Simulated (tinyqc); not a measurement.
Single-junction solar cell, detailed-balance limit: one step of the calculation.

Every photon above the gap Eg makes one pair and none below is absorbed; carriers thermalise at T and move without loss. Jsc = q fs X Phi(Eg, Ts); the dark current is J0 = q ge Phi(Eg, T)/ERE with the Boltzmann factor exp(V/Vt). The efficiency is the electrical power over fs X sigma Ts^4.

Problem. Voltages, fill factor and efficiency. Voc = Vt ln(1 + Jsc/J0), Vmp = v Vt, Jmp = Jsc - J0 (exp(v) - 1), FF = Vmp Jmp/(Voc Jsc), efficiency Vmp Jmp/Pin.

Values chosen for this exercise:
```
symbol,value,unit,meaning
T,300,K,cell temperature
ERE,0.0001,,external radiative efficiency
Eg,1.56,eV,band gap
```

Constants: q = 1.602176634e-19 C, kB = 1.380649e-23 J/K, Vt = kB T/q. Results are converted to the units shown.

v = 35.248795
Jsc = 9.4315049 mA/cm^2
J0 = 1.2791758e-16 mA/cm^2
Pin = 50.224491 mW/cm^2

Find: Voc; Eg/q - Voc; Vmp; Jmp; FF; efficiency.

Solution.

Voc = 1.0041 V
Eg/q - Voc = 0.55593 V
Vmp = 0.91125 V
Jmp = 9.1713 mA/cm^2
FF = 0.88252
efficiency = 16.640 %

Of the voltage deficit, Vt ln(1/ERE) = 238 mV is due to non-radiative recombination.

Program tinyqc, `OMP_NUM_THREADS=1 python tinyqc.py 2820133 2820134 out.jsonl`; Intel Xeon 2.30GHz, shared host, one thread, about 0.01 s.
